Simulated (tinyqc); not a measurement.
Donor binding, ionisation and the Mott limit: ionisation against doping.

Hydrogenic donor: Ry = (m0 q^3/(8 eps0^2 h^2)) me/eps_r^2 in eV, E0 = cc Ry, radius a = q/(8 pi eps0 eps_r E0), Mott density Nm = (0.26/a)^3. Below Nm the level sinks as Ed = E0 [1 - (N/Nm)^(1/3)]. Neutrality: Nc F12(eta) = N/(1 + 2 exp(eta + Ed/kB T)), F12(x) = (2/sqrt(pi)) int_0^infinity sqrt(u)/(1 + exp(u - x)) du.

The neutrality equation is solved with F12 in each row.

Inputs (values chosen for the exercise); band and dielectric values those of a made-up semiconductor: temperature T = 100 K; relative permittivity eps_r = 19.7; mass in the hydrogenic formula, set independently of Nc me = 0.0986 m0; conduction-band density of states at 100 K Nc = 2.17e18 cm^-3; ratio of the true binding energy to the hydrogenic one cc = 1.9.

Constants: q = 1.602176634e-19 C, kB = 1.380649e-23 J/K, eps0 = 8.8541878128e-12 F/m, h = 6.62607015e-34 J s, m0 = 9.1093837015e-31 kg, Vt = kB T/q. Results are converted to the units shown.

Ionisation against doping:
```
N (cm^-3),N/Nm,Ed (meV),ionised (%),ionised with Ed = E0 (%)
5.6e13,5.4901e-4,6.0300,99.990,99.989
1.3e14,0.0012745,5.8557,99.976,99.974
2.8e14,0.0027450,5.6482,99.950,99.945
6.3e14,0.0061763,5.3628,99.892,99.876
1.4e15,0.013725,4.9953,99.771,99.725
3.1e15,0.030392,4.5182,99.522,99.395
7e15,0.068626,3.8788,99.007,98.653
1.6e16,0.15686,3.0257,97.984,97.018
3.5e16,0.34313,1.9698,96.225,93.876
7.7e16,0.75489,0.58763,93.307,88.073
```

The ionised share falls from 100 to 93.3 %, against 100 to 88.1 % for a fixed level: a higher density raises EF against the level, which fills more donors, while the sinking Ed works the other way.

Range of the model: A sharp level with degeneracy 2 overstates freeze-out near Nm, where the impurity band broadens and merges with the conduction band.

tinyqc, about 0.01 s, one thread, Intel Xeon 2.30GHz (shared host): `OMP_NUM_THREADS=1 python tinyqc.py 2330077 2330078 out.jsonl`
